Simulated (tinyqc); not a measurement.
Changing the total pressure p: chemical vapour deposition: Grove model, boundary layer, depletion and step coverage. Computed by tinyqc, a small Python program. Command: `OMP_NUM_THREADS=1 python tinyqc.py 3015887 3015888 out.jsonl cvd sweep`. One thread of a shared host (Intel(R) Xeon(R) Processor @ 2.30GHz), about 0.02 s of CPU time with the checks.

A precursor diffuses to the surface and reacts there at first order; each molecule that reacts adds one formula unit of film.

Inputs (values chosen for the exercise, close to those used for epitaxial silicon from a chlorosilane):
```
quantity                                            value                unit
prefactor k0 of k_s                               5.4e+07                cm/s
activation energy E                                  1.91                  eV
temperature T                                        1020                   C
mole fraction of the precursor Y                   0.0011                   -
gas diffusivity D0 at 273.15 K and 760 torr           0.4              cm^2/s
film density N                                      5e+22  formula units/cm^3
precursor mass M                                      170                   u
trench width w                                       0.46                  um
aspect ratio of the trench                            5.7                   -
gas velocity U                                         40                cm/s
kinematic viscosity nu0 at 273.15 K and 760 torr     0.49              cm^2/s
susceptor length L                                     49                  cm
channel height b                                      6.5                  cm
```

Reactor: horizontal, reduced pressure.

Constants: k_B = 1.380649e-23 J/K; u = 1.6605390666e-27 kg; k_B = 8.617333262e-05 eV/K.

Method:
- k_s = k0 exp(-E/(k_B T)); C_g = Y p/(k_B T), 1 torr = 133.322 Pa; D = D0 (T/273.15)^1.75 (760/p).
- Temperatures in kelvin are T(C) + 273.15.
- Mean speed c = sqrt(8 k_B T/(pi M)); reactive sticking probability beta = 4 k_s/c.
- nu = nu0 (T/273.15)^1.75 (760/p); Re = U L/nu; mean boundary layer delta = (2/3) L/sqrt(Re), at most b/2; h_g = D/delta.
- Fluxes in series: C_s = C_g/(1 + k_s/h_g); growth rate G = k_s h_g/(k_s + h_g) C_g/N; 1 cm/s = 6e8 nm/min.
- Plug flow: U b dC/dx = -k_eff C with k_eff = k_s h_g/(k_s + h_g), so C falls as exp(-k_eff x/(U b)); the used share of the precursor is 1 - C(L)/C(0).
- In a long trench of width w and depth l = aspect ratio x w: Knudsen diffusivity D_K = (2w) c/3 (hydraulic diameter 2w), combined as 1/D_e = 1/D_K + 1/D; D_e d2C/dz2 = 2 k_s C/w with D_e dC/dz = -k_s C at the floor. With m = sqrt(2 k_s/(w D_e)): C(floor)/C(top) = 1/[cosh(m l) + (k_s/(D_e m)) sinh(m l)].

One run for each value; columns: (1) total pressure p (torr); (2) growth rate G at the inlet (nm/min); (3) rate at the outlet over rate at the inlet; (4) step coverage; (5) gas diffusivity D (cm^2/s):
```
(1)       (2)      (3)      (4)     (5)
4.5     0.857  0.69487  0.99723  1026.5
8.8     1.666  0.69634  0.99723   524.9
17.0    3.183  0.69911  0.99722   271.7
63.0   11.111  0.71376  0.99719    73.3
120.0  19.747  0.73005  0.99714    38.5
240.0  34.616  0.75899  0.99706    19.2
460.0  58.713  0.78346  0.99689    10.0
```

Give the missing row, total pressure p (torr) = 33.0.

Computed row; columns: (1) total pressure p (torr); (2) growth rate G at the inlet (nm/min); (3) rate at the outlet over rate at the inlet; (4) step coverage; (5) gas diffusivity D (cm^2/s):
```
(1)     (2)      (3)      (4)    (5)
33.0  6.049  0.70437  0.99721  140.0
```

Interpolating between the two neighbouring rows (the first column on a logarithmic scale, the others too where they are positive) misses most in growth rate G at the inlet (nm/min), by 0.90 %. Over the rows, growth rate G at the inlet (nm/min) rises from 0.857 to 58.7 (exponent d ln y / d ln x 0.99 between the first rows and 0.81 between the last); rate at the outlet over rate at the inlet rises from 0.695 to 0.783 (exponent d ln y / d ln x 0.0032 between the first rows and 0.049 between the last); step coverage falls from 0.99723 to 0.99689. At the low end the exponent of growth rate G at the inlet is 0.99, close to 1: reaction control: C_g is proportional to p.

Caution (rows 4.50, 8.80, 17.0, 33.0, 63.0, 120, 240): the boundary layer is capped at b/2, so U, L and nu no longer affect h_g. Caution (all rows): the hydraulic-diameter form of D_K is rough for a slit.
